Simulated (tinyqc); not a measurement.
Inductance and parasitic capacitance from two readings.

Inverse problem. A loss-free coil L in parallel with C shows the apparent inductance L/(1 - w^2 L C), w = 2 pi f. Find L, C and the self-resonance 1/(2 pi sqrt(L C)).

apparent inductance at 5.4 and 11 GHz (nH): 1.7300290  3.3462023

Answer. The inverse of the reading is 1/L - w^2 C, a straight line in w^2.

L = 1.50 nH
C = 77.0 fF
self-resonance = 14.8 GHz

Program tinyqc, `OMP_NUM_THREADS=1 python tinyqc.py 2302120 2302121 out.jsonl`; Intel Xeon 2.30GHz, shared host, one thread, about 0.01 s.
